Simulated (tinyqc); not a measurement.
## Well width from the intersubband spacing

Question. In an empty well of width L and depth Vb, level k solves kw L/2 = (k - 1) pi/2 + arctan(sqrt((mw/mb)(Vb - E)/E)) with kw = sqrt(mw E/C), C = hbar^2/(2 m0). Find L, E1 and E2 from the spacing.

Inputs (values chosen for the exercise); material values those of a made-up well:
- mw = 0.908 m0 (mass along z in the well)
- mb = 1.05 m0 (mass along z in the barriers)
- Vb = 0.21 eV (barrier height)

Constants: q = 1.602176634e-19 C, hbar = 1.054571817e-34 J s, m0 = 9.1093837015e-31 kg, hbar^2/(2 m0) = 0.0380998212 eV nm^2. Results are converted to the units shown.

E2 - E1 = 20.005065 meV

Solution. Both levels are solved for trial widths until their difference matches. A second level is bound only for L above 1.40 nm, and over that range one width gives this spacing.

L = 6.90 nm
E1 = 6.69 meV
E2 = 26.7 meV

Computed by the program tinyqc: `OMP_NUM_THREADS=1 python tinyqc.py 2140104 2140105 out.jsonl`, one thread of a shared Intel Xeon 2.30GHz, about 0.3 s for the whole run.
